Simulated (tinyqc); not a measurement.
Hubbard ring of 5 sites, step by step. One step of it, computed by the program tinyqc.

Question. Mean-field iteration 1. H(up) = T + U n(down), H(down) = T + U n(up); fill the lowest levels; n(new) = n + mixing (n(out) - n); E = tr T (rho up + rho down) + U sum n_up n_down of the output.

one-body matrix (hopping and site energies) (eV):
```
,1,2,3,4,5
1,0.000000,-1.140000,0.000000,0.000000,-1.140000
2,-1.140000,0.000000,-1.140000,0.000000,0.000000
3,0.000000,-1.140000,0.000000,-1.140000,0.000000
4,0.000000,0.000000,-1.140000,0.000000,-1.140000
5,-1.140000,0.000000,0.000000,-1.140000,0.000000
```

U = 5.900000 eV

electrons, up and down: 3  3

mixing = 0.200000

n(up) at the start (a guess, not normalised): 1 0.900000, 2 0.300000, 3 0.900000, 4 0.300000, 5 0.900000

n(down) at the start (a guess): 1 0.300000, 2 0.900000, 3 0.300000, 4 0.900000, 5 0.300000

Give: levels, up; levels, down; energy; n(up) after iteration 1; n(down) after iteration 1.

Answer.

levels, up (eV): 0.2436  1.3258  2.4548  5.7652  6.1405

levels, down (eV): 0.8065  1.5071  4.4058  6.0377  6.7129

energy = 2.8252 eV

n(up) after iteration 1: 1 0.9026, 2 0.2689, 3 0.8969, 4 0.2689, 5 0.9026

n(down) after iteration 1: 1 0.3391, 2 0.8990, 3 0.2837, 4 0.8990, 5 0.3391
